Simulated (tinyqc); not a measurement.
Worked calculation: Pariser-Parr-Pople SCF with singles CI, for the molecule [CH2+]c1ccccc1 (SMILES; centres numbered as the heavy atoms are written). Computed by tinyqc, a small Python program that keeps every step. Settings: charge = 1, gamma = MN, start = huckel, damping = 0, iteration cap = 80, excitations kept = 9. Command: `OMP_NUM_THREADS=1 python tinyqc.py 28435 28436 out.jsonl` (the two numbers bound the seeds that draw the settings). One thread of a shared host (Intel(R) Xeon(R) Processor @ 2.60GHz), about 0.01 s of CPU time with the checks. Later iterations appear only in the table of the cycle.

## PPP integrals

Centres (angstrom, eV; a flat drawing with bonds scaled to 1.40 angstrom):
```
centre,x,y,core charge z,W,gamma_rr
1C,2.400000,0.000000,1,11.160000,11.130000
2C,1.000000,0.000000,1,11.160000,11.130000
3C,0.300000,1.212000,1,11.160000,11.130000
4C,-1.100000,1.212000,1,11.160000,11.130000
5C,-1.800000,0.000000,1,11.160000,11.130000
6C,-1.100000,-1.212000,1,11.160000,11.130000
7C,0.300000,-1.212000,1,11.160000,11.130000
```

Resonance integrals (eV):
```
i,j,beta
1,2,-2.390000
2,3,-2.390000
3,4,-2.390000
4,5,-2.390000
5,6,-2.390000
6,7,-2.390000
7,2,-2.390000
```

Mataga-Nishimoto: gamma = 14.399645/(R + a), a = 2 x 14.399645/(gamma_rr + gamma_ss); H_rr = -W_r - sum_(s != r) z_s gamma_rs; H_rs = beta for bonds.

repulsion gamma_rs (eV), lower triangle:
```
,1C,2C,3C,4C,5C,6C,7C
1C,11.130000
2C,5.345539,11.130000
3C,3.872515,5.346287,11.130000
4C,2.881267,3.872515,5.345539,11.130000
5C,2.621087,3.517455,3.872515,5.346287,11.130000
6C,2.881267,3.872515,3.518103,3.873196,5.346287,11.130000
7C,3.872515,5.346287,3.873196,3.518103,3.872515,5.345539,11.130000
```

core matrix H (eV), lower triangle:
```
,1C,2C,3C,4C,5C,6C,7C
1C,-32.634190
2C,-2.390000,-38.460598
3C,0.000000,-2.390000,-36.988155
4C,0.000000,0.000000,-2.390000,-35.996907
5C,0.000000,0.000000,0.000000,-2.390000,-35.736146
6C,0.000000,0.000000,0.000000,0.000000,-2.390000,-35.996907
7C,0.000000,-2.390000,0.000000,0.000000,0.000000,-2.390000,-36.988155
```

## Starting guess

pi electrons, sum of z_r less the charge = 6

Orbitals of the Hueckel matrix of the beta values.

P at the start, lower triangle:
```
,1C,2C,3C,4C,5C,6C,7C
1C,0.428571
2C,0.635034,1.000000
3C,0.285714,0.522554,0.857143
4C,-0.112480,0.000000,0.705037,1.000000
5C,-0.285714,-0.224960,0.142857,0.635034,0.857143
6C,-0.112480,0.000000,-0.294963,0.000000,0.635034,1.000000
7C,0.285714,0.522554,-0.142857,-0.294963,0.142857,0.705037,0.857143
```

## Iteration 1: Fock matrix

F_rr = H_rr + P_rr gamma_rr / 2 + sum_(s != r) P_ss gamma_rs; F_rs = H_rs - P_rs gamma_rs / 2; E = tr P (H + F) / 2 + core repulsion sum_(r<s) z_r z_s gamma_rs.

F (eV), lower triangle:
```
,1C,2C,3C,4C,5C,6C,7C
1C,-10.255874
2C,-4.087299,-10.679598
3C,-0.553216,-3.786862,-9.709396
4C,0.162042,0.000000,-4.274401,-9.271428
5C,0.374441,0.395643,-0.276608,-4.087537,-8.994197
6C,0.162042,0.000000,0.518855,0.000000,-4.087537,-9.271428
7C,-0.553216,-3.786862,0.276657,0.518855,-0.276608,-4.274401,-9.709396
```

pi energy = -80.051452 eV

## Iteration 1: orbitals and new P

Diagonalise F (the basis is taken as orthonormal) and form P = 2 sum c c over the lowest orbitals.

orbital energies (eV): -18.097785  -15.264607  -14.435296  -8.848381  -4.822185  -4.562579  -1.860484

P after iteration 1, lower triangle:
```
,1C,2C,3C,4C,5C,6C,7C
1C,0.540335
2C,0.712392,1.007696
3C,0.275870,0.477510,0.867171
4C,-0.136790,-0.002891,0.723754,0.957459
5C,-0.302612,-0.190764,0.191592,0.616318,0.802710
6C,-0.136790,-0.002891,-0.273479,0.031797,0.616318,0.957459
7C,0.275870,0.477510,-0.207168,-0.273479,0.191592,0.723754,0.867171
```

## Iteration 2: Fock matrix

As before.

F (eV), lower triangle:
```
,1C,2C,3C,4C,5C,6C,7C
1C,-9.902923
2C,-4.294059,-10.453057
3C,-0.534155,-3.666452,-9.728661
4C,0.197065,0.005597,-4.324429,-9.523247
5C,0.396587,0.335502,-0.370971,-4.037507,-9.354312
6C,0.197065,0.005597,0.481063,-0.061579,-4.037507,-9.523247
7C,-0.534155,-3.666452,0.401200,0.481063,-0.370971,-4.324429,-9.728661
```

pi energy = -80.199763 eV

## Iteration 2: orbitals and new P

As before.

orbital energies (eV): -18.047781  -15.412524  -14.612856  -8.553722  -4.978673  -4.573527  -2.035026

P after iteration 2, lower triangle:
```
,1C,2C,3C,4C,5C,6C,7C
1C,0.556066
2C,0.726166,1.009923
3C,0.275995,0.467324,0.857112
4C,-0.131965,-0.003637,0.725942,0.958449
5C,-0.297371,-0.189144,0.197951,0.615863,0.802890
6C,-0.131965,-0.003637,-0.271650,0.027806,0.615863,0.958449
7C,0.275995,0.467324,-0.212245,-0.271650,0.197951,0.725942,0.857112
```

## Convergence

Stop when output and input P, before any damping, agree to 1e-7.

Course of the cycle:
```
iteration,E (eV),largest |P(out) - P(in)|
1,-80.05145222,1.12e-01
2,-80.19976299,1.57e-02
3,-80.20490159,3.65e-03
4,-80.20536191,1.08e-03
5,-80.20540998,3.38e-04
6,-80.20541518,1.09e-04
7,-80.20541575,3.54e-05
8,-80.20541581,1.16e-05
9,-80.20541582,3.83e-06
10,-80.20541582,1.27e-06
11,-80.20541582,4.19e-07
12,-80.20541582,1.39e-07
13,-80.20541582,4.61e-08
```

Converged in 13 iterations.

## Converged orbitals

Charges are z - P_rr.

orbital energies (eV): -18.053365  -15.424144  -14.651582  -8.520762  -5.010551  -4.573843  -2.062126

coefficients:
```
,MO1,MO2,MO3,MO4,MO5,MO6,MO7
1C,0.313734,-0.426342,0.000000,0.724148,0.000000,-0.405088,-0.176968
2C,0.546437,-0.455644,0.000000,-0.090061,0.000000,0.561314,0.413051
3C,0.398806,-0.029874,0.516621,-0.391148,-0.482807,-0.188958,-0.389049
4C,0.315039,0.383733,0.482807,0.026007,0.516621,-0.292159,0.409226
5C,0.293914,0.560656,0.000000,0.400190,0.000000,0.527927,-0.400526
6C,0.315039,0.383733,-0.482807,0.026007,-0.516621,-0.292159,0.409226
7C,0.398806,-0.029874,-0.516621,-0.391148,0.482807,-0.188958,-0.389049
```

pi charges: 1C 0.439608, 2C -0.012409, 3C 0.146327, 4C 0.040794, 5C 0.198559, 6C 0.040794, 7C 0.146327

## Singles CI, singlets

Over the 9 single excitations with the smallest orbital gaps: A = (e_a - e_i) delta + 2 (ia|jb) - (ij|ab), with (pq|rs) = sum c_mp c_mq gamma_mn c_nr c_ns. f = 2/3 w |mu|^2 in atomic units, mu = sqrt2 sum c_ia sum_m c_mi c_ma R_m.

singlet CI matrix (eV), lower triangle:
```
,3>4,2>4,1>4,3>5,3>6,2>5,2>6,3>7,1>5
3>4,2.861767
2>4,0.000000,4.452201
1>4,0.000000,0.054507,6.136570
3>5,0.000000,0.443515,0.316877,6.737087
3>6,0.184987,0.000000,0.000000,0.000000,6.400423
2>5,-0.424800,0.000000,0.000000,0.000000,-0.652912,6.785113
2>6,0.000000,-0.072524,0.220302,0.275167,0.000000,0.000000,7.711817
3>7,0.309528,0.000000,0.000000,0.000000,-0.024379,0.140711,0.000000,8.880145
1>5,0.221185,0.000000,0.000000,0.000000,0.084937,0.080768,0.000000,0.247566,9.266754
```

singlet excitation energies (eV): 2.788450  4.364650  5.911467  6.001576  6.833503  7.313061  7.837945  8.770751  9.410473

oscillator strengths: 0.071084  0.721334  0.021151  0.238520  0.614100  0.819538  0.136223  0.006029  0.010346

## Singles CI, triplets

Over the 9 single excitations with the smallest orbital gaps: A = (e_a - e_i) delta - (ij|ab), with (pq|rs) = sum c_mp c_mq gamma_mn c_nr c_ns.

triplet CI matrix (eV), lower triangle:
```
,3>4,2>4,1>4,3>5,3>6,2>5,2>6,3>7,1>5
3>4,1.708972
2>4,0.000000,1.990122
1>4,0.000000,0.758325,4.558740
3>5,0.000000,-0.120944,-0.709471,3.681334
3>6,-0.535606,0.000000,0.000000,0.000000,5.344945
2>5,-0.120944,0.000000,0.000000,0.000000,0.356000,5.596475
2>6,0.000000,-0.200163,-0.945299,0.356000,0.000000,0.000000,5.360971
3>7,-0.631141,0.000000,0.000000,0.000000,0.148810,-0.641668,0.000000,7.154952
1>5,-0.709471,0.000000,0.000000,0.000000,0.123338,-0.513332,0.000000,-1.292011,7.879826
```

triplet excitation energies (eV): 1.443740  1.779300  3.319668  4.218347  4.756965  5.765200  6.273852  6.854667  8.864598
